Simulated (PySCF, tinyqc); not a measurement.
Inside a calculation. Method: CISD on RHF in the 3-21g basis, for H3+, spin multiplicity 1. The lowest restricted solution is unstable here: a spin-polarised one lies 0.0246 hartree lower (PySCF). One step of it, computed by the program tinyqc.

Problem. Orthogonalisation. S = U s U^T; symmetric (Loewdin) form X = U s^(-1/2) U^T, so that X^T S X = 1.

overlap S, lower triangle:
```
          1H 1s     1H 2s     2H 1s     2H 2s     3H 1s     3H 2s
1H 1s  1.000000
1H 2s  0.645899  1.000000
2H 1s  0.030308  0.191742  1.000000
2H 2s  0.191742  0.479043  0.645899  1.000000
3H 1s  0.030308  0.191742  0.000001  0.005068  1.000000
3H 2s  0.191742  0.479043  0.005068  0.052662  0.645899  1.000000
```

Give: eigenvalues of S; X.

Solution.

eigenvalues of S: 0.168  0.332  0.397  1.138  1.615  2.351

X, lower triangle:
```
        1H 1s   1H 2s   2H 1s   2H 2s   3H 1s  3H 2s
1H 1s   1.256
1H 2s  -0.530   1.598
2H 1s   0.022   0.046   1.241
2H 2s   0.055  -0.423  -0.485   1.403
3H 1s   0.022   0.046   0.000  -0.011   1.241
3H 2s   0.055  -0.423  -0.011   0.123  -0.485  1.403
```
